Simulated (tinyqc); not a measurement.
Surface potential of a MOS transistor: implicit equation and explicit approximations: one step of the calculation.

p-type body, charge-sheet picture, depletion and inversion only, full ionisation (an idealisation for deep acceptors), Boltzmann statistics (rough once Na exp(x - xn) passes about Nc/7). In units of Vt: xg = (Vg - Vfb)/Vt, x = psi/Vt, G = gamma/sqrt(Vt), xn = (2 phiF + Vc)/Vt. The implicit equation is (xg - x)^2 = G^2 [x - 1 + exp(x - xn)] for x above about 3. Cox = eps0 eox/tox.

Question. Potential, charges and gate control. psi = Vt x; N_dep = Cox Vt G sqrt(x - 1)/q; N_inv = (Cox Vt G/q) [sqrt(x - 1 + exp(x - xn)) - sqrt(x - 1)]; dpsi/dVg = 1/[1 + G^2 (1 + exp(x - xn))/(2 (xg - x))].

Parameters, values chosen for the exercise; band and dielectric values close to those of 4H silicon carbide: temperature T = 300 K; relative permittivity of the gate insulator (close to silicon nitride) eox = 7.59; insulator thickness tox = 5.6 nm; channel-body voltage Vc = 0 V.

Constants: q = 1.602176634e-19 C, kB = 1.380649e-23 J/K, Vt = kB T/q, eps0 = 8.8541878128e-14 F/cm where lengths are in cm. Results are converted to the units shown.

converged x = 106.45568
G = 1.1221544
xn = 116.11761
xg = 117.97927

Find: psi; N_dep; N_inv; dpsi/dVg.

Answer.

psi = 2.752 V
N_dep = 2.231e12 cm^-2
N_inv = 6.735e5 cm^-2
dpsi/dVg = 0.9482

psi lies 9.7 Vt below 2 phiF + Vc.

Program tinyqc, `OMP_NUM_THREADS=1 python tinyqc.py 2122238 2122239 out.jsonl`; Intel Xeon 2.30GHz, shared host, one thread, about 0.01 s.
